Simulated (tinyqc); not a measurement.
Inside a calculation. Method: UHF in the 6-311g basis, for H2, spin multiplicity 3. Computed by tinyqc, a small Python program that keeps every step (integrals from PySCF). Settings: charge = 0, multiplicity = 3, basis = 6-311g, energy threshold = 1e-09, iteration cap = 84, orthogonalisation = canonical, start = random, DIIS depth = 8, damping = 0.3, method = UHF. Command: `OMP_NUM_THREADS=1 python tinyqc.py 23989 23990 out.jsonl` (the two numbers bound the seeds that draw the settings). One thread of a shared host (Intel(R) Xeon(R) Processor @ 2.60GHz), about 0.09 s of CPU time with the checks.

Geometry (angstrom):
```
atom       x       y       z
H     0.0000  0.0000  0.0000
H     0.0000  0.0000  1.2370
```

Stop when the energy changes by less than 1e-09 hartree and every element of the error matrix X^T (F D S - S D F) X (for each spin) is below 9e-06.

Course of the cycle:
```
iteration  E (hartree)     change  largest element of the error matrix
1             0.390385          -                             7.76e-01
2            -0.403374  -7.94e-01                             3.53e-01
3            -0.746505  -3.43e-01                             1.06e-01
4            -0.869092  -1.23e-01                             2.98e-02
5            -0.909289  -4.02e-02                             8.30e-03
6            -0.921876  -1.26e-02                             2.51e-03
7            -0.925718  -3.84e-03                             7.54e-04
8            -0.926877  -1.16e-03                             2.27e-04
9            -0.927226  -3.48e-04                             6.81e-05
10           -0.927330  -1.05e-04                             2.04e-05
11           -0.927362  -3.14e-05                             6.12e-06
12           -0.927371  -9.41e-06                             1.84e-06
13           -0.927374  -2.82e-06                             5.51e-07
14           -0.927375  -8.47e-07                             1.65e-07
15           -0.927375  -2.54e-07                             4.96e-08
16           -0.927375  -7.62e-08                             1.49e-08
17           -0.927375  -2.29e-08                             4.46e-09
18           -0.927375  -6.86e-09                             1.34e-09
19           -0.927375  -2.06e-09                             4.01e-10
20           -0.927375  -6.17e-10                             1.20e-10
```

Can the last value be used, and what does the course show?

Yes. Converged in 20 iterations. PySCF UHF in the same basis, after a stability check = -0.927375 hartree.
